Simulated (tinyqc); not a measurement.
From results back to parameters: direct gap of a germanium-like layer under biaxial tension. Four cases, with inputs chosen for the exercise.

Problem. A (001) layer under biaxial tension e_par has ezz = -2 (C12/C11) e_par, Ec = Eg + ac tr(e), E(HH) = -P - Q and E(LH) = -P + (Q - Dso + sqrt(Dso^2 + 2 Dso Q + 9 Q^2))/2 with P = -av tr(e), Q = -b (e_par - ezz). The transition from the light-hole edge is given.

Find: e_par; Ec - E(HH).

Method. Ec - E(LH) falls steadily with tension, so bisection between 0 and 4 % gives the only root; then Ec - E(HH) = Eg + (ac - av) tr(e) + Q.

Case 1.

Values chosen (near those of Ge, gaps at low temperature; the results hold for these values, not for the real material): Eg = 0.883 eV (gap at Gamma to the s-like level); Dso = 0.295 eV (spin-orbit splitting); ac = -8.14 eV (conduction deformation potential); av = 1.26 eV (valence hydrostatic potential); b = -2.53 eV (tetragonal shear potential); C11 = 127.9 GPa; C12 = 47.7 GPa.

Ec - E(LH) = 0.615173 eV

Solution.

e_par = 1.510 %
Ec - E(HH) = 0.7717 eV

Case 2.

Values chosen (near those of Ge, gaps at low temperature; the results hold for these values, not for the real material): Eg = 0.909 eV (gap at Gamma to the s-like level); Dso = 0.292 eV (spin-orbit splitting); ac = -8.16 eV (conduction deformation potential); av = 1.22 eV (valence hydrostatic potential); b = -2.57 eV (tetragonal shear potential); C11 = 126.7 GPa; C12 = 48.4 GPa.

Ec - E(LH) = 0.610773 eV

Solution.

e_par = 1.670 %
Ec - E(HH) = 0.7911 eV

Case 3.

Values chosen (near those of Ge, gaps at low temperature; the results hold for these values, not for the real material): Eg = 0.907 eV (gap at Gamma to the s-like level); Dso = 0.289 eV (spin-orbit splitting); ac = -8.25 eV (conduction deformation potential); av = 1.24 eV (valence hydrostatic potential); b = -2.53 eV (tetragonal shear potential); C11 = 128.8 GPa; C12 = 47.4 GPa.

Ec - E(LH) = 0.698537 eV

Solution.

e_par = 1.180 %
Ec - E(HH) = 0.8173 eV

Case 4.

Values chosen (near those of Ge, gaps at low temperature; the results hold for these values, not for the real material): Eg = 0.91 eV (gap at Gamma to the s-like level); Dso = 0.293 eV (spin-orbit splitting); ac = -8.34 eV (conduction deformation potential); av = 1.25 eV (valence hydrostatic potential); b = -2.58 eV (tetragonal shear potential); C11 = 126.4 GPa; C12 = 49.1 GPa.

Ec - E(LH) = 0.648441 eV

Solution.

e_par = 1.460 %
Ec - E(HH) = 0.8057 eV

Computed by tinyqc, one run a case: `OMP_NUM_THREADS=1 python tinyqc.py N N+1 out.jsonl` with N = 1080015, 1080016, 1080018, 1080027; one thread of a shared Intel(R) Xeon(R) Processor @ 2.30GHz, about 0.01 s a run at most.
